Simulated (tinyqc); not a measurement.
# Diffusion length from constant photovoltage

Inverse problem. In a thick sample with a thin depletion layer the excess density at its edge goes as flux/(1/alpha + L), so the flux needed for a fixed surface photovoltage is proportional to 1/alpha + L. Find L.

photon flux for the same photovoltage at absorption coefficients 64 and 580 1/cm (relative units): [177.25000, 38.241379]

Answer. The line of flux against 1/alpha meets zero at -L.

slope against 1/alpha = 1.00 1/um
L = 21.0 um

Program tinyqc, `OMP_NUM_THREADS=1 python tinyqc.py 2430057 2430058 out.jsonl`; Intel Xeon 2.30GHz, shared host, one thread, about 0.01 s.
